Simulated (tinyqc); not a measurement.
## Dose and depth of a threshold implant

Problem. A sheet of D acceptors per cm^2 lies at depth xi inside the depleted layer of a body doped Na. In the depletion approximation VT = Vfb + f2 + q D/Cox + gamma sqrt(f2 + Vsb - q D xi/(eps0 eps_r)), gamma = sqrt(2 eps0 eps_r q Na)/Cox, Cox = eps0 eox/tox. Find gamma, D and xi.

Parameters, values chosen for the exercise; band and dielectric values close to those of silicon:

| symbol | value | unit | meaning |
|---|---|---|---|
| eps_r | 11.8 |  | relative permittivity |
| Na | 3.3e17 | cm^-3 | acceptor density deep in the body |
| eox | 3.9 |  | relative permittivity of the gate insulator (close to silicon dioxide) |
| tox | 4.6 | nm | insulator thickness |
| Vfb | -0.6 | V | flat-band voltage |
| f2 | 0.871 | V | band bending 2 phiF at threshold |

Constants: q = 1.602176634e-19 C, eps0 = 8.8541878128e-14 F/cm where lengths are in cm. Results are converted to the units shown.

VT against the source at Vsb = 0 and 2.4 V (V): 0.74252724  1.1435464

Answer. With y^2 = f2 - q D xi/(eps0 eps_r) and d the difference of the thresholds over gamma, sqrt(y^2 + Vsb) - y = d gives y = (Vsb - d^2)/(2 d). The first threshold then gives D, and y^2 gives xi.

gamma = 0.4428 V^0.5
D = 4.000e11 cm^-2
xi = 18.00 nm

tinyqc, about 0.3 s, one thread, Intel Xeon 2.30GHz (shared host): `OMP_NUM_THREADS=1 python tinyqc.py 2080084 2080085 out.jsonl`
